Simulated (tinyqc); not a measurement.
Inside a calculation. Method: FCI on RHF in the 6-31g basis, for HeH+, spin multiplicity 1. One step of it, computed by the program tinyqc.

Problem. FCI: roots. Diagonalise (each vector has its largest component positive (the first on a tie)); all determinants have Ms = 0, so triplets appear too. The lowest singlet root is the correlation energy.

Occupation strings over the orbitals (2 doubly, a alpha, b beta, 0 empty; spin orbitals ordered 1a 1b 2a 2b ...): 2000 ab00 a0b0 a00b ba00 b0a0 b00a 0200 0ab0 0a0b 0ba0 0020 00ab 0b0a 00ba 0002

H - E(HF) between determinants (hartree):
```
           2000       ab00       a0b0       a00b       ba00       b0a0       b00a       0200
2000   0.000000   0.000000   0.000000   0.000000   0.000000   0.000000   0.000000   0.051839
ab00   0.000000   0.527764   0.042377  -0.040193  -0.051839   0.005303  -0.070221   0.196694
a0b0   0.000000   0.042377   1.490861  -0.013885   0.005303  -0.007143  -0.001655  -0.032715
a00b   0.000000  -0.040193  -0.013885   1.813444  -0.070221  -0.001655  -0.209126  -0.024008
ba00   0.000000  -0.051839   0.005303  -0.070221   0.527764   0.042377  -0.040193  -0.196694
b0a0   0.000000   0.005303  -0.007143  -0.001655   0.042377   1.490861  -0.013885   0.032715
b00a   0.000000  -0.070221  -0.001655  -0.209126  -0.040193  -0.013885   1.813444   0.024008
0200   0.051839   0.196694  -0.032715  -0.024008  -0.196694   0.032715   0.024008   1.872947
0ab0  -0.005303  -0.032715   0.207591   0.000611   0.026673  -0.029937  -0.001631  -0.087007
0a0b   0.070221  -0.024008   0.000611   0.027109  -0.255629  -0.003668   0.058054  -0.151974
0ba0   0.005303   0.026673  -0.029937  -0.001631  -0.032715   0.207591   0.000611   0.087007
0020   0.007143   0.029937  -0.032476  -0.000503  -0.029937   0.032476   0.000503   0.152533
00ab   0.001655   0.001631  -0.000503   0.002341  -0.003668  -0.275944   0.000718   0.001927
0b0a  -0.070221  -0.255629  -0.003668   0.058054  -0.024008   0.000611   0.027109   0.151974
00ba  -0.001655  -0.003668  -0.275944   0.000718   0.001631  -0.000503   0.002341  -0.001927
0002   0.209126  -0.058054  -0.000718   0.054770   0.058054   0.000718  -0.054770   0.026085

           0ab0       0a0b       0ba0       0020       00ab       0b0a       00ba       0002
2000  -0.005303   0.070221   0.005303   0.007143   0.001655  -0.070221  -0.001655   0.209126
ab00  -0.032715  -0.024008   0.026673   0.029937   0.001631  -0.255629  -0.003668  -0.058054
a0b0   0.207591   0.000611  -0.029937  -0.032476  -0.000503  -0.003668  -0.275944  -0.000718
a00b   0.000611   0.027109  -0.001631  -0.000503   0.002341   0.058054   0.000718   0.054770
ba00   0.026673  -0.255629  -0.032715  -0.029937  -0.003668  -0.024008   0.001631   0.058054
b0a0  -0.029937  -0.003668   0.207591   0.032476  -0.275944   0.000611  -0.000503   0.000718
b00a  -0.001631   0.058054   0.000611   0.000503   0.000718   0.027109   0.002341  -0.054770
0200  -0.087007  -0.151974   0.087007   0.152533   0.001927   0.151974  -0.001927   0.026085
0ab0   2.881391  -0.017878  -0.152533  -0.116465  -0.010818  -0.001927   0.159216   0.002931
0a0b  -0.017878   2.462396  -0.001927  -0.010818   0.055461  -0.026085  -0.002931  -0.061113
0ba0  -0.152533  -0.001927   2.881391   0.116465   0.159216  -0.017878  -0.010818  -0.002931
0020  -0.116465  -0.010818   0.116465   3.938237  -0.016472   0.010818   0.016472   0.003878
00ab  -0.010818   0.055461   0.159216  -0.016472   3.436098  -0.002931  -0.003878  -0.016286
0b0a  -0.001927  -0.026085  -0.017878   0.010818  -0.002931   2.462396   0.055461   0.061113
00ba   0.159216  -0.002931  -0.010818   0.016472  -0.003878   0.055461   3.436098   0.016286
0002   0.002931  -0.061113  -0.002931   0.003878  -0.016286   0.061113   0.016286   3.702831
```

Give: lowest roots of this matrix, relative to E(HF); lowest vectors; <S^2> of these roots; weight of the ground state by excitation level 0, 1, 2, ....

Solution.

lowest roots of this matrix, relative to E(HF) (hartree): [-0.018, 0.427, 0.481, 1.416, 1.420, 1.603, 1.862, 2.026]

lowest vectors, order 2000, ab00, a0b0, a00b, ba00, b0a0, b00a, 0200, 0ab0, 0a0b, 0ba0, 0020, 00ab, 0b0a, 00ba, 0002:
$$\begin{pmatrix}
0.996 & 0.000 & -0.039 & 0.000 \\
0.019 & 0.698 & 0.682 & 0.028 \\
-0.001 & -0.032 & -0.036 & 0.687 \\
0.000 & 0.058 & -0.020 & 0.073 \\
-0.019 & 0.698 & -0.682 & 0.028 \\
0.001 & -0.032 & 0.036 & 0.687 \\
0.000 & 0.058 & 0.020 & 0.073 \\
-0.036 & 0.000 & -0.213 & 0.000 \\
0.001 & 0.005 & 0.011 & -0.104 \\
-0.033 & 0.095 & -0.093 & -0.004 \\
-0.001 & 0.005 & -0.011 & -0.104 \\
-0.001 & 0.000 & -0.003 & 0.000 \\
0.000 & -0.004 & 0.005 & 0.102 \\
0.033 & 0.095 & 0.093 & -0.004 \\
0.000 & -0.004 & -0.005 & 0.102 \\
-0.056 & 0.000 & 0.026 & 0.000
\end{pmatrix}$$

<S^2> of these roots: [0.000, 2.000, 0.000, 2.000, 0.000, 2.000, 0.000, 0.000]

weight of the ground state by excitation level 0, 1, 2, ...: [0.993, 0.001, 0.007]
